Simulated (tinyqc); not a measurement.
Input admittance of a MOSFET at zero drain bias: distributed channel and distributed gate: one step of the calculation.

Source and drain grounded, strong inversion, w = 2 pi f, Cox = eps0 eox/tox. The channel is an RC line of resistance 1/(mu Cox Vo) per square fed from both ends, so one finger has the intrinsic admittance y = i w Cox L tanh(g)/g per width, g = (1/2) sqrt(i w tau), tau = L^2/(mu Vo). The vertical resistance rv/L is in series with y, the overlaps 2 i w Cov in parallel: y_t = 1/(1/y + rv/L) + 2 i w Cov. The gate strip is a line of Rsh/L per length loaded by y_t, so a finger has Y = y_t Wf tanh(k)/k, k = (Wf/sd) sqrt(y_t Rsh/L); the device has Nf Y.

Task. Admittance of the channel and stack per width. tau, g, c = Cox L, y and y_t as defined.

Values chosen for this exercise; values of the order met in silicon radio-frequency transistors:

| symbol | value | unit | meaning |
|---|---|---|---|
| eox | 24.9 |  | relative permittivity of the gate insulator (close to zirconium oxide) |
| tox | 19 | nm | insulator thickness |
| L | 0.16 | um | channel length |
| mu | 280 | cm^2/(V s) | channel mobility |
| Vo | 0.66 | V | gate overdrive |
| rv | 0 | ohm um^2 | vertical resistivity of the gate stack |
| Cov | 0.17 | fF/um | overlap and fringe capacitance on each side |
| f | 48 | GHz | frequency |

Constants: eps0 = 8.8541878128e-14 F/cm where lengths are in cm. Results are converted to the units shown.

Give: tau; g; c; y; y_t.

Result.

tau = 1.3853 ps
g = 0.22853+0.22853i
c = 1.8566 fF/um
y = 19.46+559.12i uS/um
y_t = 19.46+661.66i uS/um

w tau = 0.418, and Im y is 0.999 of w c.

Computed by the program tinyqc: `OMP_NUM_THREADS=1 python tinyqc.py 2262155 2262156 out.jsonl`, one thread of a shared Intel Xeon 2.30GHz, about 0.01 s for the whole run.
